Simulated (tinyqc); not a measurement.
Via and link resistance from two via chains.

Inverse problem. A chain of 5000 vias joined by 5000 metal links has R = 5000 (Rv + Rlink), with Rlink proportional to the link length. Find Rv, Rlink for length L, and the value of Rv that the short chain would give if the links were ignored.

resistance of chains of 5000 links with link lengths L and 3 L (ohm): [34000, 57000]

Solution. R per link is a straight line in the link length; its intercept at zero length is Rv.

Rv = 4.500 ohm
Rlink = 2.300 ohm
Rv without correction = 6.800 ohm

Computed by the program tinyqc: `OMP_NUM_THREADS=1 python tinyqc.py 2750060 2750061 out.jsonl`, one thread of a shared Intel Xeon 2.30GHz, about 0.01 s for the whole run.
